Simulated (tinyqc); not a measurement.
Deep-level transient spectroscopy (DLTS) of one majority-carrier trap: one step, computed by the program tinyqc.

A filling pulse loads the traps in a one-sided junction; under reverse bias they empty at the rate e, and the capacitance relaxes as C(t) = C_0 - dC exp(-e t). The signal is S = [C(t_2) - C(t_1)]/dC.

Task: Signal size and trap density. W = sqrt(2 eps eps_0 (V_b + V_r)/(e N)), C_0 = eps eps_0 area/W. The pulse goes to zero bias, W_0 = W(V_r = 0). Traps within lambda = sqrt(2 eps eps_0 (E_t - E_F)/(e^2 N)) of the depletion edge stay filled, with E_F = k_B T_p ln(N_b/N) from the band, N_b = 2 M (2 pi m k_B T_p/h^2)^(3/2) (dopants taken as fully ionised). dC = C_0 (N_t/2N) f, f = [(W - lambda)^2 - max(W_0 - lambda, 0)^2]/W^2. The simple estimate is 2 N dC/C_0.

Inputs (values chosen for the exercise, for a model semiconductor):

| quantity | value | unit |
|---|---|---|
| density-of-states mass m | 0.0557 | m_0 |
| valleys M | 1 | - |
| trap depth E_t | 0.297 | eV |
| temperature T | 196 | K |
| doping N | 3.7e+16 | cm^-3 |
| trap density N_t | 4.8e+13 | cm^-3 |
| dielectric constant eps | 9.9 | - |
| built-in voltage V_b | 0.89 | V |
| reverse bias V_r | 2.3 | V |
| diode area | 0.0052 | cm^2 |

Carriers: electrons. Extra term: capture barrier.

peak temperature T_p = 249.8764 K

Constants: eps_0 = 8.8541878128e-12 F/m; e = 1.602176634e-19 C; k_B = 8.617333262e-05 eV/K; m_0 = 9.1093837015e-31 kg; k_B = 1.380649e-23 J/K; h = 6.62607015e-34 J s.

Give: depletion width W; C_0; lambda; f; transient amplitude dC; simple estimate of N_t.

Result:

depletion width W = 0.3071 micrometre

C_0 = 148.4 pF

lambda = 0.08698 micrometre

f = 0.4538

transient amplitude dC = 43.68 fF

simple estimate of N_t = 2.178e+13 cm^-3

The simple estimate finds 45 % of the traps.
